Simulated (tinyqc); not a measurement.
Inside a calculation. Model: planar ballistic transistor, top-of-the-barrier model.

Numbers from tinyqc (`OMP_NUM_THREADS=1 python tinyqc.py 2400160 2400161 out.jsonl`; about 0.01 s on one thread of a shared Intel Xeon 2.30GHz). Printed values are rounded.

At the top of the source barrier, states moving towards the drain are filled by the source (Fermi level 0) and states moving back by the drain (Fermi level -q Vd); nothing scatters. U is the shift of the band edge there, set by the capacitances CG, CD and CS (the total) and by the charge. Parabolic two-dimensional band; the source is grounded.

Values chosen for this exercise; mass and valleys close to those of a monolayer dichalcogenide: temperature T = 300 K; effective mass m = 0.498 m0; valley degeneracy gv = 2; relative permittivity of the gate insulator eox = 9; insulator thickness tox = 2.6 nm; gate control CG/CS aG = 0.81; drain control CD/CS aD = 0.091; band edge at the barrier top above the source Fermi level at zero bias E0 = 0.38 eV; gate voltage Vg = 0.7 V; drain voltage Vd = 0.7 V.

Constants: q = 1.602176634e-19 C, kB = 1.380649e-23 J/K, hbar = 1.054571817e-34 J s, m0 = 9.1093837015e-31 kg, Vt = kB T/q, eps0 = 8.8541878128e-14 F/cm where lengths are in cm. Results are converted to the units shown.

## Density of states, capacitances and charge at zero bias

N0 = gv m kB T/(pi hbar^2), CG = eps0 eox/tox, vT = sqrt(2 kB T/(pi m)), CS = CG/aG, n0 = n at U = 0 and Vd = 0. eta1 = -(E0 + U)/Vt, eta2 = eta1 - Vd/Vt, n = (N0/2)[F_0(eta1) + F_0(eta2)], F_0(x) = ln(1 + exp x). UL = -(aG Vg + aD Vd).

N0 = 1.07560e13 cm^-2
CG = 3.06491 uF/cm^2
CS = 3.78384 uF/cm^2
n0 = 4.44561e6 cm^-2
UL = -0.6307 eV

## Iteration 1: self-consistent potential at the barrier top

U at the start (U = UL) = -0.6307 eV

eta1 = -(E0 + U)/Vt, eta2 = eta1 - Vd/Vt, n = (N0/2)[F_0(eta1) + F_0(eta2)], F_0(x) = ln(1 + exp x). U(out) = UL + q (n - n0)/CS. Newton step: U(new) = U + (U(out) - U)/(1 + CQ/CS), CQ = (q/Vt) dn/d(eta1) with both F' summed; F_0'(x) = 1/(1 + exp(-x)).

eta1 = 9.69751
eta2 = -17.3797
n = 5.21535e13 cm^-2
U(out) = 1.57762 eV
CQ = 33.3281 uF/cm^2
U after iteration 1 = -0.405546 eV

## Iteration 2: self-consistent potential at the barrier top

As before.

eta1 = 0.988145
eta2 = -26.0891
n = 7.01619e12 cm^-2
U(out) = -0.333617 eV
CQ = 24.2884 uF/cm^2
U after iteration 2 = -0.395850 eV

## Course of the iteration: self-consistent potential at the barrier top

Stop when U changes by less than 1e-9 eV, or after 90 iterations.

Course of the iteration:

| iteration | U (eV) | \|change\| (eV) |
|---|---|---|
| 1 | -0.405546 | 0.225 |
| 2 | -0.395850 | 9.70e-3 |
| 3 | -0.395353 | 4.97e-4 |
| 4 | -0.395352 | 1.44e-6 |
| 5 | -0.395352 | 1.21e-11 |

Converged in 5 iterations. At the end the number of correct digits about doubles with each step.

## Current, mean velocity and share of the gate voltage

converged U = -0.395352 eV

N0 = gv m kB T/(pi hbar^2), CG = eps0 eox/tox, vT = sqrt(2 kB T/(pi m)), CS = CG/aG, n0 = n at U = 0 and Vd = 0. eta1 = -(E0 + U)/Vt, eta2 = eta1 - Vd/Vt, n = (N0/2)[F_0(eta1) + F_0(eta2)], F_0(x) = ln(1 + exp x). I = q (N0/2) vT [F_(1/2)(eta1) - F_(1/2)(eta2)] per width, F_(1/2)(x) = (2/sqrt(pi)) int_0^infinity u^(1/2)/(1 + exp(u - x)) du. Mean velocity I/(q n). CQ = (q/Vt) dn/d(eta1); the band edge follows the gate as -dU/dVg = aG/(1 + CQ/CS).

eta1 = 0.593827
n = 5.55820e12 cm^-2
I = 785.028 uA/um
mean velocity = 8.81537e6 cm/s
CQ = 21.4727 uF/cm^2
-dU/dVg = 0.121351 eV/V

The carriers from the source are near degeneracy (eta1 = 0.594), and the mean velocity is 1.16 times vT = sqrt(2 kB T/(pi m)) = 7.62e6 cm/s.
